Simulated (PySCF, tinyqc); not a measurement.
Inside a calculation. Method: CIS on RHF in the sto-3g basis, for H6, spin multiplicity 1. The lowest restricted solution is unstable here: a spin-polarised one lies 0.0001 hartree lower (PySCF). One step of it, computed by the program tinyqc.

Question. CIS singlet states. Diagonalise A (1 hartree = 27.211386 eV); each vector has its largest component positive (the first on a tie). The transition dipole is mu = sqrt2 sum c_ia <i|r|a>.

CIS matrix A, singlet (hartree), lower triangle:
```
          1>4       1>5        1>6        2>4       2>5       2>6       3>4       3>5
1>4  0.642911
1>5  0.000000  0.909767
1>6  0.020637  0.000000   1.173280
2>4  0.000000  0.042115   0.000000   0.563182
2>5  0.001467  0.000000   0.062429   0.000000  0.843083
2>6  0.000000  0.034213   0.000000   0.026510  0.000000  1.116474
3>4  0.003435  0.000000  -0.013745   0.000000  0.047274  0.000000  0.411244
3>5  0.000000  0.025222   0.000000  -0.026428  0.000000  0.048587  0.000000  0.698638
3>6  0.046147  0.000000   0.025376   0.000000  0.004415  0.000000  0.003041  0.000000

          3>6
3>6  0.982437
```

dipole integrals <i|r|a> (bohr):
```
            x         y          z
1>4  0.000000  0.000000  -0.097911
1>5  0.000000  0.000000   0.000000
1>6  0.000000  0.000000  -0.207229
2>4  0.000000  0.000000   0.000000
2>5  0.000000  0.000000   0.614114
2>6  0.000000  0.000000   0.000000
3>4  0.000000  0.000000  -2.318515
3>5  0.000000  0.000000   0.000000
3>6  0.000000  0.000000  -0.106811
```

Give: singlet excitation energies; lowest vectors; oscillator strengths 2/3 w |mu|^2.

Answer.

singlet excitation energies (eV): 11.0345  14.9800  17.3134  19.0102  22.7846  24.7367  26.7938  30.7458  32.3602

lowest vectors:
```
     state 1  state 2  state 3  state 4  state 5  state 6
1>4  -0.0152   0.0000   0.9909   0.0000  -0.0090   0.0000
1>5   0.0000  -0.1230   0.0000  -0.0557   0.0000   0.9752
1>6   0.0274   0.0000  -0.0317   0.0000  -0.1766   0.0000
2>4   0.0000   0.9679   0.0000  -0.2246   0.0000   0.0997
2>5  -0.1111   0.0000   0.0017   0.0000   0.9776   0.0000
2>6   0.0000  -0.0561   0.0000  -0.0938   0.0000  -0.1879
3>4   0.9933   0.0000   0.0157   0.0000   0.1141   0.0000
3>5   0.0000   0.2120   0.0000   0.9683   0.0000   0.0610
3>6  -0.0044   0.0000  -0.1299   0.0000   0.0016   0.0000
```

oscillator strengths 2/3 w |mu|^2: 3.0496  0.0000  0.0106  0.0000  0.1554  0.0000
